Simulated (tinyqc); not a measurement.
UHF in the 3-21g basis, for H2, spin multiplicity 3, step by step. Computed by tinyqc, a small Python program that keeps every step (integrals from PySCF). Settings: charge = 0, multiplicity = 3, basis = 3-21g, energy threshold = 1e-10, iteration cap = 73, orthogonalisation = symmetric, start = atomic densities, DIIS depth = 0, method = UHF. Command: `OMP_NUM_THREADS=1 python tinyqc.py 23744 23745 out.jsonl` (the two numbers bound the seeds that draw the settings). One thread of a shared host (Intel(R) Xeon(R) Processor @ 2.60GHz), about 0.08 s of CPU time with the checks. Later iterations appear only in the table of the cycle.

## One-electron integrals

Geometry (angstrom):
```
atom         x         y         z
H     0.000000  0.000000  0.000000
H     0.000000  0.000000  0.841000
```

Basis 3-21g: exponents (1/bohr^2) and contraction coefficients of normalised primitives:
```
element  l (shell)  exponent  coefficient
H            s (1)  5.447178     0.156285
H            s (1)  0.824547     0.904691
H            s (2)  0.183192     1.000000
```

Overlap, kinetic and nuclear-attraction integrals over the contracted functions; the nuclear repulsion is the sum of Za Zb / Rab.

nuclear repulsion = 0.62922379 hartree

overlap S:
```
          1H 1s     1H 2s     2H 1s     2H 2s
1H 1s  1.000000  0.645899  0.314683  0.440821
1H 2s  0.645899  1.000000  0.440821  0.793463
2H 1s  0.314683  0.440821  1.000000  0.645899
2H 2s  0.440821  0.793463  0.645899  1.000000
```

kinetic energy T (hartree):
```
          1H 1s     1H 2s     2H 1s     2H 2s
1H 1s  1.549405  0.293152  0.097152  0.148973
1H 2s  0.293152  0.274788  0.148973  0.184406
2H 1s  0.097152  0.148973  1.549405  0.293152
2H 2s  0.148973  0.184406  0.293152  0.274788
```

nuclear attraction V (hartree):
```
           1H 1s      1H 2s      2H 1s      2H 2s
1H 1s  -2.348134  -1.179801  -0.704161  -0.834221
1H 2s  -1.179801  -1.202937  -0.834221  -1.005788
2H 1s  -0.704161  -0.834221  -2.348134  -1.179801
2H 2s  -0.834221  -1.005788  -1.179801  -1.202937
```

core Hamiltonian H = T + V (hartree):
```
           1H 1s      1H 2s      2H 1s      2H 2s
1H 1s  -0.798729  -0.886649  -0.607009  -0.685249
1H 2s  -0.886649  -0.928149  -0.685249  -0.821382
2H 1s  -0.607009  -0.685249  -0.798729  -0.886649
2H 2s  -0.685249  -0.821382  -0.886649  -0.928149
```

## Two-electron integrals

Functions are numbered as in S; the eight-fold symmetry (ij|kl) = (ji|kl) = (kl|ij) leaves the list below.

Two-electron integrals (ij|kl) in chemists' order, unique and non-zero (hartree):
```
(11|11) 1.140145   (21|11) 0.611403   (21|21) 0.345152   (22|11) 0.626370
(22|21) 0.380329   (22|22) 0.482957   (31|11) 0.286130   (31|21) 0.163646
(31|22) 0.183349   (31|31) 0.103156   (32|11) 0.292812   (32|21) 0.178085
(32|22) 0.223830   (32|31) 0.119595   (32|32) 0.160135   (33|11) 0.609996
(33|21) 0.379917   (33|22) 0.495536   (33|31) 0.286130   (33|32) 0.409375
(33|33) 1.140145   (41|11) 0.409375   (41|21) 0.232109   (41|22) 0.257635
(41|31) 0.119595   (41|32) 0.133220   (41|33) 0.292812   (41|41) 0.160135
(42|11) 0.466497   (42|21) 0.285300   (42|22) 0.368932   (42|31) 0.154685
(42|32) 0.200838   (42|33) 0.466497   (42|41) 0.200838   (42|42) 0.304062
(43|11) 0.379917   (43|21) 0.235397   (43|22) 0.308424   (43|31) 0.163646
(43|32) 0.232109   (43|33) 0.611403   (43|41) 0.178085   (43|42) 0.285300
(43|43) 0.345152   (44|11) 0.495536   (44|21) 0.308424   (44|22) 0.417765
(44|31) 0.183349   (44|32) 0.257635   (44|33) 0.626370   (44|41) 0.223830
(44|42) 0.368932   (44|43) 0.380329   (44|44) 0.482957
```

## Orthogonalisation

S = U s U^T; symmetric (Loewdin) form X = U s^(-1/2) U^T, so that X^T S X = 1.

eigenvalues of S: 0.130706  0.441298  0.761148  2.666848

X:
```
           1H 1s      1H 2s      2H 1s      2H 2s
1H 1s   1.247972  -0.481472  -0.093074   0.045433
1H 2s  -0.481472   1.766981   0.045433  -0.804190
2H 1s  -0.093074   0.045433   1.247972  -0.481472
2H 2s   0.045433  -0.804190  -0.481472   1.766981
```

## Starting guess

The start is atomic minimal-basis densities projected into this basis (PySCF's MINAO start) and scaled to the electron count of each spin; this density is not idempotent, so its energy is not variational and may lie below the converged one.

D(alpha) at the start:
```
           1H 1s     1H 2s      2H 1s     2H 2s
1H 1s   0.205706  0.287121  -0.010695  0.002556
1H 2s   0.287121  0.402248   0.002556  0.028049
2H 1s  -0.010695  0.002556   0.205706  0.287121
2H 2s   0.002556  0.028049   0.287121  0.402248
```

D(beta) at the start:
```
          1H 1s     1H 2s     2H 1s     2H 2s
1H 1s  0.000000  0.000000  0.000000  0.000000
1H 2s  0.000000  0.000000  0.000000  0.000000
2H 1s  0.000000  0.000000  0.000000  0.000000
2H 2s  0.000000  0.000000  0.000000  0.000000
```

## Iteration 1: building the Fock matrix

J_ij = sum D_kl (ij|kl) with D = D(alpha) + D(beta), K_ij = sum D_kl (ik|jl) for each spin; F = H + J - K(s); E = tr D H + tr D J / 2 - 0.5 sum_s tr D(s) K(s) + E_nn.

Coulomb J (hartree):
```
          1H 1s     1H 2s     2H 1s     2H 2s
1H 1s  1.404195  0.828947  0.460859  0.583871
1H 2s  0.828947  1.007843  0.583871  0.832191
2H 1s  0.460859  0.583871  1.404195  0.828947
2H 2s  0.583871  0.832191  0.828947  1.007843
```

exchange K(alpha) (hartree):
```
          1H 1s     1H 2s     2H 1s     2H 2s
1H 1s  0.888604  0.758809  0.528369  0.638645
1H 2s  0.758809  0.773738  0.638645  0.722979
2H 1s  0.528369  0.638645  0.888604  0.758809
2H 2s  0.638645  0.722979  0.758809  0.773738
```

exchange K(beta) (hartree):
```
          1H 1s     1H 2s     2H 1s     2H 2s
1H 1s  0.000000  0.000000  0.000000  0.000000
1H 2s  0.000000  0.000000  0.000000  0.000000
2H 1s  0.000000  0.000000  0.000000  0.000000
2H 2s  0.000000  0.000000  0.000000  0.000000
```

F(alpha) (hartree):
```
           1H 1s      1H 2s      2H 1s      2H 2s
1H 1s  -0.283138  -0.816510  -0.674519  -0.740023
1H 2s  -0.816510  -0.694043  -0.740023  -0.712170
2H 1s  -0.674519  -0.740023  -0.283138  -0.816510
2H 2s  -0.740023  -0.712170  -0.816510  -0.694043
```

F(beta) (hartree):
```
           1H 1s      1H 2s      2H 1s      2H 2s
1H 1s   0.605466  -0.057702  -0.146150  -0.101378
1H 2s  -0.057702   0.079695  -0.101378   0.010809
2H 1s  -0.146150  -0.101378   0.605466  -0.057702
2H 2s  -0.101378   0.010809  -0.057702   0.079695
```

total energy of this density = -1.26046602 hartree

This density is the starting one; it is not idempotent, so its energy is not variational and may lie below the converged one.

## Iteration 1: diagonalisation and new density

Diagonalise F' = X^T F X, C = X C', fill 2 alpha and 0 beta electrons from the bottom; D(s) = C_occ C_occ^T. Each column has its largest component positive (the first on a tie).

F' = X^T F X (alpha) (hartree):
```
           1          2          3          4
1   0.419994  -0.770082  -0.396991  -0.184005
2  -0.770082   0.128529  -0.184005  -0.307212
3  -0.396991  -0.184005   0.419994  -0.770082
4  -0.184005  -0.307212  -0.770082   0.128529
```

orbital energies (alpha) (hartree): MO1 -1.037242, MO2 0.010065, MO3 0.881562, MO4 1.242661

coefficients C (alpha):
```
            MO1        MO2        MO3        MO4
1H 1s  0.317068   0.255805   0.813282  -0.986194
1H 2s  0.299820   1.252077  -0.684585   1.369882
2H 1s  0.317068  -0.255805   0.813282   0.986194
2H 2s  0.299820  -1.252077  -0.684585  -1.369882
```

F' = X^T F X (beta) (hartree):
```
           1          2          3          4
1   1.049584  -0.469061  -0.259526  -0.007367
2  -0.469061   0.425258  -0.007367  -0.120467
3  -0.259526  -0.007367   1.049584  -0.469061
4  -0.007367  -0.120467  -0.469061   0.425258
```

orbital energies (beta) (hartree): MO1 0.012771, MO2 0.328376, MO3 1.082079, MO4 1.526459

coefficients C (beta):
```
            MO1        MO2        MO3        MO4
1H 1s  0.163885   0.066798   0.857381  -1.016638
1H 2s  0.419313   1.486242  -0.618648   1.111467
2H 1s  0.163885  -0.066798   0.857381   1.016638
2H 2s  0.419313  -1.486242  -0.618648  -1.111467
```

D(alpha) after iteration 1:
```
           1H 1s      1H 2s      2H 1s      2H 2s
1H 1s   0.165968   0.415351   0.035096  -0.225225
1H 2s   0.415351   1.657590  -0.225225  -1.477806
2H 1s   0.035096  -0.225225   0.165968   0.415351
2H 2s  -0.225225  -1.477806   0.415351   1.657590
```

D(beta) after iteration 1:
```
          1H 1s     1H 2s     2H 1s     2H 2s
1H 1s  0.000000  0.000000  0.000000  0.000000
1H 2s  0.000000  0.000000  0.000000  0.000000
2H 1s  0.000000  0.000000  0.000000  0.000000
2H 2s  0.000000  0.000000  0.000000  0.000000
```

## Iteration 2: building the Fock matrix

As before.

Coulomb J (hartree):
```
          1H 1s     1H 2s     2H 1s     2H 2s
1H 1s  1.298620  0.771941  0.417002  0.538014
1H 2s  0.771941  0.956953  0.538014  0.783155
2H 1s  0.417002  0.538014  1.298620  0.771941
2H 2s  0.538014  0.783155  0.771941  0.956953
```

exchange K(alpha) (hartree):
```
          1H 1s     1H 2s     2H 1s     2H 2s
1H 1s  0.727092  0.582686  0.319822  0.408731
1H 2s  0.582686  0.563937  0.408731  0.467957
2H 1s  0.319822  0.408731  0.727092  0.582686
2H 2s  0.408731  0.467957  0.582686  0.563937
```

exchange K(beta) (hartree):
```
          1H 1s     1H 2s     2H 1s     2H 2s
1H 1s  0.000000  0.000000  0.000000  0.000000
1H 2s  0.000000  0.000000  0.000000  0.000000
2H 1s  0.000000  0.000000  0.000000  0.000000
2H 2s  0.000000  0.000000  0.000000  0.000000
```

F(alpha) (hartree):
```
           1H 1s      1H 2s      2H 1s      2H 2s
1H 1s  -0.227201  -0.697394  -0.509829  -0.555967
1H 2s  -0.697394  -0.535133  -0.555967  -0.506184
2H 1s  -0.509829  -0.555967  -0.227201  -0.697394
2H 2s  -0.555967  -0.506184  -0.697394  -0.535133
```

F(beta) (hartree):
```
           1H 1s      1H 2s      2H 1s      2H 2s
1H 1s   0.499891  -0.114708  -0.190007  -0.147235
1H 2s  -0.114708   0.028804  -0.147235  -0.038227
2H 1s  -0.190007  -0.147235   0.499891  -0.114708
2H 2s  -0.147235  -0.038227  -0.114708   0.028804
```

total energy of this density = -0.80064424 hartree

## Iteration 2: diagonalisation and new density

As before.

F' = X^T F X (alpha) (hartree):
```
           1          2          3          4
1   0.390707  -0.755515  -0.309400  -0.068116
2  -0.755515   0.108623  -0.068116  -0.161663
3  -0.309400  -0.068116   0.390707  -0.755515
4  -0.068116  -0.161663  -0.755515   0.108623
```

orbital energies (alpha) (hartree): MO1 -0.812233, MO2 -0.235015, MO3 0.840499, MO4 1.205408

coefficients C (alpha):
```
            MO1        MO2        MO3        MO4
1H 1s  0.326774   0.261444   0.809431  -0.984715
1H 2s  0.291609   1.244218  -0.688123   1.377024
2H 1s  0.326774  -0.261444   0.809431   0.984715
2H 2s  0.291609  -1.244218  -0.688123  -1.377024
```

F' = X^T F X (beta) (hartree):
```
           1          2          3          4
1   0.944353  -0.475135  -0.269004  -0.018026
2  -0.475135   0.408330  -0.018026  -0.138211
3  -0.269004  -0.018026   0.944353  -0.475135
4  -0.018026  -0.138211  -0.475135   0.408330
```

orbital energies (beta) (hartree): MO1 -0.060427, MO2 0.314166, MO3 1.005895, MO4 1.445731

coefficients C (beta):
```
            MO1        MO2        MO3        MO4
1H 1s  0.198557   0.097591   0.850021  -1.014146
1H 2s  0.393852   1.451860  -0.635161   1.156018
2H 1s  0.198557  -0.097591   0.850021   1.014146
2H 2s  0.393852  -1.451860  -0.635161  -1.156018
```

D(alpha) after iteration 2:
```
           1H 1s      1H 2s      2H 1s      2H 2s
1H 1s   0.175135   0.420584   0.038428  -0.230003
1H 2s   0.420584   1.633115  -0.230003  -1.463044
2H 1s   0.038428  -0.230003   0.175135   0.420584
2H 2s  -0.230003  -1.463044   0.420584   1.633115
```

D(beta) after iteration 2:
```
          1H 1s     1H 2s     2H 1s     2H 2s
1H 1s  0.000000  0.000000  0.000000  0.000000
1H 2s  0.000000  0.000000  0.000000  0.000000
2H 1s  0.000000  0.000000  0.000000  0.000000
2H 2s  0.000000  0.000000  0.000000  0.000000
```

## Iteration 3: building the Fock matrix

As before.

Coulomb J (hartree):
```
          1H 1s     1H 2s     2H 1s     2H 2s
1H 1s  1.306548  0.775840  0.419667  0.540882
1H 2s  0.775840  0.959913  0.540882  0.785789
2H 1s  0.419667  0.540882  1.306548  0.775840
2H 2s  0.540882  0.785789  0.775840  0.959913
```

exchange K(alpha) (hartree):
```
          1H 1s     1H 2s     2H 1s     2H 2s
1H 1s  0.737056  0.586223  0.324172  0.411255
1H 2s  0.586223  0.562603  0.411255  0.466852
2H 1s  0.324172  0.411255  0.737056  0.586223
2H 2s  0.411255  0.466852  0.586223  0.562603
```

exchange K(beta) (hartree):
```
          1H 1s     1H 2s     2H 1s     2H 2s
1H 1s  0.000000  0.000000  0.000000  0.000000
1H 2s  0.000000  0.000000  0.000000  0.000000
2H 1s  0.000000  0.000000  0.000000  0.000000
2H 2s  0.000000  0.000000  0.000000  0.000000
```

F(alpha) (hartree):
```
           1H 1s      1H 2s      2H 1s      2H 2s
1H 1s  -0.229237  -0.697032  -0.511514  -0.555622
1H 2s  -0.697032  -0.530839  -0.555622  -0.502446
2H 1s  -0.511514  -0.555622  -0.229237  -0.697032
2H 2s  -0.555622  -0.502446  -0.697032  -0.530839
```

F(beta) (hartree):
```
           1H 1s      1H 2s      2H 1s      2H 2s
1H 1s   0.507819  -0.110809  -0.187342  -0.144367
1H 2s  -0.110809   0.031764  -0.144367  -0.035593
2H 1s  -0.187342  -0.144367   0.507819  -0.110809
2H 2s  -0.144367  -0.035593  -0.110809   0.031764
```

total energy of this density = -0.80100163 hartree

## Iteration 3: diagonalisation and new density

As before.

F' = X^T F X (alpha) (hartree):
```
           1          2          3          4
1   0.388383  -0.756026  -0.311224  -0.068184
2  -0.756026   0.113462  -0.068184  -0.160357
3  -0.311224  -0.068184   0.388383  -0.756026
4  -0.068184  -0.160357  -0.756026   0.113462
```

orbital energies (alpha) (hartree): MO1 -0.811408, MO2 -0.233323, MO3 0.841673, MO4 1.206748

coefficients C (alpha):
```
            MO1        MO2        MO3        MO4
1H 1s  0.329308   0.262850   0.808404  -0.984340
1H 2s  0.289453   1.242251  -0.689032   1.378800
2H 1s  0.329308  -0.262850   0.808404   0.984340
2H 2s  0.289453  -1.242251  -0.689032  -1.378800
```

F' = X^T F X (beta) (hartree):
```
           1          2          3          4
1   0.952590  -0.474731  -0.268866  -0.017300
2  -0.474731   0.409500  -0.017300  -0.137864
3  -0.268866  -0.017300   0.952590  -0.474731
4  -0.017300  -0.137864  -0.474731   0.409500
```

orbital energies (beta) (hartree): MO1 -0.055752, MO2 0.316218, MO3 1.011111, MO4 1.452603

coefficients C (beta):
```
            MO1        MO2        MO3        MO4
1H 1s  0.195687   0.095137   0.850686  -1.014379
1H 2s  0.395994   1.454653  -0.633828   1.152502
2H 1s  0.195687  -0.095137   0.850686   1.014379
2H 2s  0.395994  -1.454653  -0.633828  -1.152502
```

D(alpha) after iteration 3:
```
           1H 1s      1H 2s      2H 1s      2H 2s
1H 1s   0.177534   0.421845   0.039353  -0.231207
1H 2s   0.421845   1.626970  -0.231207  -1.459404
2H 1s   0.039353  -0.231207   0.177534   0.421845
2H 2s  -0.231207  -1.459404   0.421845   1.626970
```

D(beta) after iteration 3:
```
          1H 1s     1H 2s     2H 1s     2H 2s
1H 1s  0.000000  0.000000  0.000000  0.000000
1H 2s  0.000000  0.000000  0.000000  0.000000
2H 1s  0.000000  0.000000  0.000000  0.000000
2H 2s  0.000000  0.000000  0.000000  0.000000
```

## Iteration 9 (converged): orbitals

converged F(alpha) (hartree):
```
           1H 1s      1H 2s      2H 1s      2H 2s
1H 1s  -0.229942  -0.696884  -0.512129  -0.555492
1H 2s  -0.696884  -0.529315  -0.555492  -0.501114
2H 1s  -0.512129  -0.555492  -0.229942  -0.696884
2H 2s  -0.555492  -0.501114  -0.696884  -0.529315
```

converged F(beta) (hartree):
```
           1H 1s      1H 2s      2H 1s      2H 2s
1H 1s   0.510563  -0.109461  -0.186419  -0.143375
1H 2s  -0.109461   0.032784  -0.143375  -0.034685
2H 1s  -0.186419  -0.143375   0.510563  -0.109461
2H 2s  -0.143375  -0.034685  -0.109461   0.032784
```

As before.

F' = X^T F X (alpha) (hartree):
```
           1          2          3          4
1   0.387567  -0.756178  -0.311906  -0.068204
2  -0.756178   0.115144  -0.068204  -0.159876
3  -0.311906  -0.068204   0.387567  -0.756178
4  -0.068204  -0.159876  -0.756178   0.115144
```

orbital energies (alpha) (hartree): MO1 -0.811113, MO2 -0.232717, MO3 0.842042, MO4 1.207211

coefficients C (alpha):
```
            MO1        MO2        MO3        MO4
1H 1s  0.330206   0.263313   0.808037  -0.984217
1H 2s  0.288686   1.241603  -0.689354   1.379383
2H 1s  0.330206  -0.263313   0.808037   0.984217
2H 2s  0.288686  -1.241603  -0.689354  -1.379383
```

F' = X^T F X (beta) (hartree):
```
           1          2          3          4
1   0.955442  -0.474593  -0.268817  -0.017048
2  -0.474593   0.409902  -0.017048  -0.137746
3  -0.268817  -0.017048   0.955442  -0.474593
4  -0.017048  -0.137746  -0.474593   0.409902
```

orbital energies (beta) (hartree): MO1 -0.054142, MO2 0.316922, MO3 1.012923, MO4 1.454986

coefficients C (beta):
```
            MO1        MO2        MO3        MO4
1H 1s  0.194691   0.094293   0.850915  -1.014458
1H 2s  0.396735   1.455611  -0.633364   1.151292
2H 1s  0.194691  -0.094293   0.850915   1.014458
2H 2s  0.396735  -1.455611  -0.633364  -1.151292
```

D(alpha) after iteration 9:
```
           1H 1s      1H 2s      2H 1s      2H 2s
1H 1s   0.178370   0.422256   0.039703  -0.231604
1H 2s   0.422256   1.624917  -0.231604  -1.458237
2H 1s   0.039703  -0.231604   0.178370   0.422256
2H 2s  -0.231604  -1.458237   0.422256   1.624917
```

D(beta) after iteration 9:
```
          1H 1s     1H 2s     2H 1s     2H 2s
1H 1s  0.000000  0.000000  0.000000  0.000000
1H 2s  0.000000  0.000000  0.000000  0.000000
2H 1s  0.000000  0.000000  0.000000  0.000000
2H 2s  0.000000  0.000000  0.000000  0.000000
```

## Convergence

Stop when the energy changes by less than 1e-10 hartree and every element of the error matrix X^T (F D S - S D F) X (for each spin) is below 3e-06.

Course of the cycle:
```
iteration  E (hartree)     change  largest element of the error matrix
1          -1.26046602          -                             2.07e-01
2          -0.80064424   4.60e-01                             1.40e-02
3          -0.80100163  -3.57e-04                             3.62e-03
4          -0.80102576  -2.41e-05                             9.33e-04
5          -0.80102739  -1.63e-06                             2.41e-04
6          -0.80102750  -1.10e-07                             6.21e-05
7          -0.80102750  -7.48e-09                             1.60e-05
8          -0.80102750  -5.08e-10                             4.13e-06
9          -0.80102750  -3.46e-11                             1.06e-06
```

PySCF UHF in the same basis, after a stability check = -0.80102750 hartree

Converged in 9 iterations.

## Populations, bond orders and dipole

Mulliken: Z minus the diagonal of D S on the atom; Loewdin: the same with S^(1/2) D S^(1/2); Mayer order: 2 sum_s sum (D(s) S)_ij (D(s) S)_ji over the two atoms.

Charges (e):
```
atom  Mulliken  Loewdin  Mulliken spin
1H    0.000000        0       1.000000
2H    0.000000        0       1.000000
```

Mayer bond orders:
```
pair      order
2-1   -0.199352
```

dipole moment about the origin, x y z (debye): 0.000000  0.000000  0.000000

<S^2> of the determinant (pure state: 2) = 2.000000
